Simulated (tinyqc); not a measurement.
From results back to parameters: Shockley state of an s-p chain by decimation. Five cases, with inputs chosen for the exercise.

Problem. For the s-p chain the s level is -d/2 - 2 ts cos k and the p level d/2 + 2 tp cos k at k = 0 and pi, and at k = pi/2 the bands lie sqrt(d^2 + 16 u^2) apart. The values below come from hidden parameters.

Case 1.

s level (eV): k = 0 -6.115, k = pi -1.115
p level (eV): k = 0 6.815, k = pi 0.415
splitting at pi/2 = 7.64351 eV

Case 2.

s level (eV): k = 0 -2.465, k = pi 0.495
p level (eV): k = 0 2.885, k = pi -0.915
splitting at pi/2 = 4.10377 eV

Case 3.

s level (eV): k = 0 -2.560, k = pi -0.080
p level (eV): k = 0 4.160, k = pi -1.520
splitting at pi/2 = 5.72503 eV

Case 4.

s level (eV): k = 0 -4.555, k = pi -0.755
p level (eV): k = 0 4.515, k = pi 0.795
splitting at pi/2 = 5.63298 eV

Case 5.

s level (eV): k = 0 -2.375, k = pi 1.425
p level (eV): k = 0 2.195, k = pi -1.245
splitting at pi/2 = 2.47000 eV

Find: d, ts, tp, |u|; order at k = pi.

Solution. Means give -d/2 and d/2, widths 4 ts and 4 tp; u follows from the splitting. The order is inverted where s lies above p at pi.

Case 1.

d, ts, tp, |u| (eV): 7.23  1.25  1.60  0.62

order at k = pi: normal

Case 2.

d, ts, tp, |u| (eV): 1.97  0.74  0.95  0.90

order at k = pi: inverted

Case 3.

d, ts, tp, |u| (eV): 2.64  0.62  1.42  1.27

order at k = pi: inverted

Case 4.

d, ts, tp, |u| (eV): 5.31  0.95  0.93  0.47

order at k = pi: normal

Case 5.

d, ts, tp, |u| (eV): 0.95  0.95  0.86  0.57

order at k = pi: inverted

Computed by tinyqc, one run a case: `OMP_NUM_THREADS=1 python tinyqc.py N N+1 out.jsonl` with N = 1451220, 1451257, 1451297, 1451425, 1451480; one thread of a shared Intel(R) Xeon(R) Processor @ 2.30GHz, about 0.3 s a run at most.
